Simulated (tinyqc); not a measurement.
# Worked calculation: capacitance measurement on a leaky thin oxide: effects of series resistance and leakage

Program tinyqc, `OMP_NUM_THREADS=1 python tinyqc.py 2022190 2022191 out.jsonl`; Intel Xeon 2.30GHz, shared host, one thread, about 0.01 s. Printed values are rounded.

The device is a capacitance C in parallel with a leakage conductance G, in series with Rs and Ls. An impedance meter reports either a parallel pair (Cp, Gp) from Y = 1/Z = Gp + i w Cp or a series pair (Cs, Rm) from Z = Rm + 1/(i w Cs); w = 2 pi f, dissipation D = Gp/(w |Cp|).

Values chosen for this exercise; values of the order met in thin-oxide MOS capacitors: relative permittivity of the gate insulator (close to silicon dioxide) eox = 3.9; insulator thickness tox = 0.91 nm; gate area A = 2500 um^2; oxide-equivalent thickness added by the accumulation layer zc = 0.53 nm; oxide-equivalent thickness added by gate depletion zp = 0 nm; gate leakage current density, not matched to the thickness Jg = 0.19 A/cm^2; voltage for an e-fold rise of the leakage Vs = 0.21 V; series resistance Rs = 7 ohm; series inductance Ls = 0 nH; measuring frequency f = 1e5 Hz.

Constants: eps0 = 8.8541878128e-14 F/cm where lengths are in cm. Results are converted to the units shown.

## True capacitance and conductance

EOT = 3.9 tox/eox; CET = EOT + zc + zp; C = 3.9 eps0 A/CET; G = Jg A/Vs.

EOT = 0.91 nm
CET = 1.44 nm
C = 59.95023 pF
G = 22.61905 uS

## What the meter reports

Z = Rs + i w Ls + 1/(G + i w C).

Z = (1.172375-1.951209i) x 1e4 ohm
Cp = 59.93125 pF
Gp = 22.62539 uS
Cs = 81.56736 pF
D = 0.6008457

Cp is 0.032 % below C and Cs is 36 % above it; G Rs = 1.58e-4, w C Rs = 2.64e-4 and G/(w C) = 0.600.
